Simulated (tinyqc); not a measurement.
# Precursor delivery by bubblers, mass-transport growth and the solid composition of a III-V alloy, step by step

A worked calculation. Computed by tinyqc, a small Python program that keeps every step. Command: `OMP_NUM_THREADS=1 python tinyqc.py 3024362 3024363 out.jsonl movpe_thermo walk`. One thread of a shared host (Intel(R) Xeon(R) Processor @ 2.30GHz), about 0.01 s of CPU time with the checks. Intermediate numbers are printed to about 6 digits and carried at full precision; extremes and crossings named in words are read from the listed rows.

1 sccm = 44.615 micromol/min; 1 torr = 133.322 Pa. The sources decompose fully at the surface.

Inputs (values chosen for the exercise, modelled on triethylgallium (source 1) and trimethylindium (source 2) for the vapour pressures):

| quantity | value | unit |
|---|---|---|
| bath temperature T1 | 290 | K |
| bath temperature T2 | 290 | K |
| bubbler pressure p_b | 760 | torr |
| carrier flow F1 | 23 | sccm |
| carrier flow F2 | 69 | sccm |
| total flow F_t | 3.2 | slm |
| group-V flow F_V | 270 | sccm |
| reactor pressure p | 200 | torr |
| growth temperature T | 1010 | K |
| diffusivity at 273 K and 760 torr | 0.32 | cm^2/s |
| flow cross-section A | 43 | cm^2 |
| distance from the leading edge z | 8.2 | cm |
| lattice constant a | 5.75 | angstrom |
| interaction L0 of the solid | 6.11 | kJ/mol |
| vapour fraction x_v of D among the group-V sources | 0.33 | - |
| exchange energy dG_x of AC + (1/2) D2 -> AD + (1/2) C2 | -17 | kJ/mol |

Alloy: mixing on the group-V sites.

constants a, b of source 1 (log10 torr, K): 8.079  2162

constants a, b of source 2 (log10 torr, K): 10.51  3014

Constants: k_B = 1.380649e-23 J/K; R = 8.314462618 J/(mol K).

## Bubblers

log10 p_v = a - b/T_bath; molar flow = F x 44.615 x p_v/(p_b - p_v) for a saturated bubbler.

vapour pressure 1 = 4.20560 torr

molar flow 1 = 5.70995 micromol/min

vapour pressure 2 = 1.30887 torr

molar flow 2 = 5.31082 micromol/min

One kelvin of bath error changes flow 1 by 6.0 % and flow 2 by 8.3 %.

## Partial pressures in the reactor

p_i = p n_i/(44615 F_t), F_t in slm; p_V = p F_V/(1000 F_t), counted per molecule supplied; V/III = 44.615 F_V/(n1 + n2); vapour fraction of source 2 = n2/(n1 + n2).

p_1 = 0.00799893 torr

p_2 = 0.00743979 torr

p_V = 16.875 torr

V/III ratio = 1093.03

vapour fraction of source 2 = 0.481892

## Mass transport

Mean velocity u = (F_t/A)(760/p)(T/273); D = D0 (T/273)^1.75 (760/p); boundary layer delta = sqrt(pi D z/u); flux = D dp/(delta k_B T); growth rate = flux x a^3/4.

velocity u = 17.4370 cm/s

D = 12.0008 cm^2/s

boundary layer delta = 4.21067 cm

growth rate per torr of group III = 46.6233 micrometre/(h torr)

Caution: the boundary layer is a quarter or more of the root of the cross-section, so it fills much of the channel and depletion along the flow matters.

## Solid composition

At high V/III the group-V pressures at the surface equal those supplied, as dimers: p_D2/p_C2 = x_v/(1 - x_v). Equilibrium of the solid AC(1-x)D(x), A standing for the mix of both group-III metals: ln[x/(1 - x)] + L0 (1 - 2x)/(R T) = -dG_x/(R T) + (1/2) ln[x_v/(1 - x_v)]. Growth rate = rate per torr x (p_1 + p_2). Sensitivity dx/dx_v = [1/(2 x_v (1 - x_v))]/[1/(x (1 - x)) - 2 L0/(R T)].

solid fraction x = 0.905547

distribution coefficient x/x_v = 2.74408

dx/dx_v = 0.220920

growth rate = 0.719804 micrometre/h

The solid is richer in D than the vapour. The growth rate is set by group III alone.

## Solid against vapour

At high V/III the group-V pressures at the surface equal those supplied, as dimers: p_D2/p_C2 = x_v/(1 - x_v). Equilibrium of the solid AC(1-x)D(x), A standing for the mix of both group-III metals: ln[x/(1 - x)] + L0 (1 - 2x)/(R T) = -dG_x/(R T) + (1/2) ln[x_v/(1 - x_v)].

Composition:

| x_v | x | x for L0 = 0 | x/x_v |
|---|---|---|---|
| 0.02 | 0.530776 | 0.519609 | 26.5388 |
| 0.05 | 0.698759 | 0.634638 | 13.9752 |
| 0.10 | 0.794940 | 0.716217 | 7.9494 |
| 0.25 | 0.884361 | 0.813828 | 3.5374 |
| 0.50 | 0.934413 | 0.883334 | 1.8688 |
| 0.75 | 0.962558 | 0.929149 | 1.2834 |
| 0.90 | 0.978529 | 0.957832 | 1.0873 |
| 0.95 | 0.985266 | 0.970591 | 1.0371 |
| 0.98 | 0.990848 | 0.981482 | 1.0111 |

dG_x = -17 kJ/mol favours AD: at x_v = 1/2 the ideal solid has x = 0.883. The positive L0 pushes x away from 1/2, to 0.934, and steepens the curve near x = 1/2; at L0 = 2 R T = 16.8 kJ/mol the slope would diverge.

Checks made by the program: the sensitivity to the bath against a difference (relative difference below 1e-10).
